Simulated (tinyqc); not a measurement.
Polar nitride quantum well with polarisation fields: sweeps and comparisons. A value that a table varies takes the place of the one given here.

Growth along [0001]. e_par = (a_sub - a)/a, Ppz = 2 e_par (e31 - e33 C13/C33), P = Psp + Ppz in each layer; strain relaxation and the strain shift of the gaps are left out, although thick layers with more than about 1 % mismatch would relax.

In a periodic stack without free charge the potential drop over a period vanishes: F_w = (P_b - P_w) Lb/(eps0 (eps_w Lb + eps_b Lw)), F_b = -F_w Lw/Lb, eps0 = 8.8541878e-12 F/m; 1 MV/cm = 1e8 V/m = 0.01 V/angstrom.

Envelope functions on cells of 0.25 angstrom over barrier, well, barrier (widths Lb, Lw, Lb), psi = 0 beyond, psi'/m continuous (mean mass between points), c = hbar^2/2m0. With u(z) the integral of e F (F_w in the well, F_b = -F_w Lw/Lb in the barriers, 1 MV/cm = 0.01 V/angstrom), zero at the centre of the well, the electron sees u plus Vc in the barriers and the hole -u plus Vv. The transition is Eg + E_e + E_h; excitons are left out.

Constants: hbar^2/2m0 = 3.80998211 eV angstrom^2; hc = 1239.841984 eV nm.

Inputs chosen for the exercise (near those of an InGaN well in GaN; shifted at random, so the results belong to these values and not to a real crystal):
- a_w = 3.271 angstrom (lattice constant a, well)
- a_b = 3.189 angstrom (lattice constant a, barrier)
- a_sub = 3.189 angstrom (in-plane lattice constant of the stack)
- Psp_w = -0.0296 C/m^2 (spontaneous polarisation)
- Psp_b = -0.0347 C/m^2 (spontaneous polarisation)
- e31_w = -0.341 C/m^2
- e31_b = -0.332 C/m^2
- e33_w = 0.725 C/m^2
- e33_b = 0.693 C/m^2
- C_w = 0.296 (C13/C33)
- C_b = 0.273 (C13/C33)
- eps_w = 11.2 (dielectric constant)
- eps_b = 10.2 (dielectric constant)
- Lb = 60 angstrom (barrier width)
- Eg = 2.56 eV (gap of the well)
- Vc = 0.599 eV (conduction offset)
- Vv = 0.282 eV (valence offset)
- me = 0.17 m0 (electron, well)
- meb = 0.2 m0 (electron, barrier)
- mh = 1.51 m0 (hole, everywhere)
- Ls = (10, 14, 20, 28, 38, 50) angstrom (well widths)
- Lw = 35 angstrom (well width)

## Width of the well

Field, levels and overlap anew for each width.

Results:
```
Lw (angstrom)  F_w (MV/cm)  E (eV)  E without field (eV)  overlap^2  ln overlap^2
10                  -2.885  2.9725                3.0169      0.692         -0.37
14                  -2.741  2.8222                2.8992      0.578         -0.55
20                  -2.549  2.6493                2.7896      0.342         -1.07
28                  -2.332  2.4720                2.7091      0.119         -2.13
38                  -2.108  2.2951                2.6563     0.0205         -3.89
50                  -1.889  2.1225                2.6229    0.00155         -6.47
```

What can be read from the table?

The red shift grows from 44 to 500 meV. The line drops below Eg between 20 and 28 angstrom, which a square well can never do. Over the last two rows dE/dLw = -14.4 meV per angstrom, against -|e F_w| = -18.9 in the last row; the field itself weakens by 35 % over the table, since a wider well shares the drop with the barrier. The overlap falls by a factor 446.

## Screening the field

F_w = -2.1703 MV/cm

Carriers or a semipolar orientation reduce the field; here it is simply scaled in well and barrier.

Results:
```
share of the field  F_w (MV/cm)  E (eV)     nm  overlap^2  separation (angstrom)
1.0                      -2.170  2.3444  528.9      0.036                   22.8
0.8                      -1.736  2.4352  509.1      0.072                   20.9
0.6                      -1.302  2.5178  492.4       0.14                   18.5
0.4                      -0.868  2.5892  478.9       0.30                   15.3
0.2                      -0.434  2.6441  468.9       0.61                   10.3
0.0                       0.000  2.6687  464.6       0.97                    0.0
```

What can be read from the table?

Full screening shifts the line by -64.3 nm (+324 meV). The first fifth of the screening gives 91 meV and the last fifth 25 meV; a purely quadratic shift would give a ratio of 9, a linear one 1, and here it is 3.7.

## What each parameter does

Polarisation, field, levels and overlap anew. Each row changes one parameter from the base and keeps the others.

Results:
```
case                    F_w (MV/cm)  E (eV)  overlap^2  red shift (meV)
base                         -2.170  2.3444      0.036              324
Lw = 40 angstrom             -2.068  2.2638      0.014              385
Lb = 85 angstrom             -2.417  2.2867      0.024              382
a_sub = 3.179 angstrom       -2.179  2.3426      0.036              326
Psp_b = -0.0382 C/m^2        -2.401  2.2936      0.026              375
e33_w = 0.797 C/m^2          -2.241  2.3291      0.033              340
eps_w = 12.3                 -2.040  2.3725      0.045              296
mh = 1.06 m0                 -2.170  2.3620      0.048              312
Vc = 0.509 eV                -2.170  2.3322      0.032              332
```

What can be read from the table?

The largest shifts from the base row, up to three for each result and ties (the steps differ in size, so this ranks the rows, not the parameters). F_w (MV/cm): Lb -0.247, Psp_b -0.230, eps_w +0.131; unchanged at the printed digits by mh and Vc. E (eV): Lw -0.0806, Lb -0.0577, Psp_b -0.0508. overlap^2: Lw -0.0226, Lb -0.0125, mh +0.0112; unchanged at the printed digits by a_sub. red shift (meV): Lw +61, Lb +58, Psp_b +51.

Computed by tinyqc, a small Python program: `OMP_NUM_THREADS=1 python tinyqc.py 1282543 1282544 out.jsonl` (the numbers bound the seed that draws the inputs); one thread of a shared host (Intel(R) Xeon(R) Processor @ 2.30GHz), about 0.06 s for the whole set of steps.
